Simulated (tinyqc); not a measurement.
## Trap density from two Hall measurements

Inverse problem. p-type body, charge-sheet picture, full ionisation (an idealisation for deep acceptors), Boltzmann statistics for free electrons. e = Ec - EF at the surface. psi = Eg - Vt ln(Nv/Na) - e; N_dep = sqrt(2 eps0 eps_r Na (psi - Vt)/q); n_f = sqrt(N_dep^2 + 2 eps0 eps_r Vt Nc exp(-e/Vt)/q) - N_dep; Vg = Vfb + psi + q (N_dep + n_t + n_f)/Cox, Cox = eps0 eox/tox. Find e and n_t at both points and the mean trap density between them.

Inputs (values chosen for the exercise); band and dielectric values close to those of 4H silicon carbide:
- T = 300 K (temperature)
- Eg = 3.23 eV (band gap)
- eps_r = 9.85 (relative permittivity)
- Nc = 1.68e19 cm^-3 (conduction-band density of states at T)
- Nv = 2.46e19 cm^-3 (valence-band density of states at T)
- eox = 3.9 (relative permittivity of the insulator)
- tox = 40 nm (insulator thickness)
- Na = 6.7e16 cm^-3 (acceptor density)
- Vfb = -2.2 V (flat-band voltage without trapped charge)

Constants: q = 1.602176634e-19 C, kB = 1.380649e-23 J/K, Vt = kB T/q, eps0 = 8.8541878128e-14 F/cm where lengths are in cm. Results are converted to the units shown.

Vg (V): [3.9928279, 4.6703544]
free sheet density from the Hall effect (cm^-2): [4.6857429e8, 1.0979403e10]

Answer. Each n_f fixes e; what the gate voltage holds beyond psi, N_dep and n_f is trapped; the difference quotient is the density, smeared over a few Vt.

e (eV): [0.2110, 0.1290]
n_t (cm^-2): [3.525e11, 6.422e11]
mean trap density = 3.533e12 cm^-2 eV^-1

tinyqc, about 0.02 s, one thread, Intel Xeon 2.30GHz (shared host): `OMP_NUM_THREADS=1 python tinyqc.py 2222086 2222087 out.jsonl`
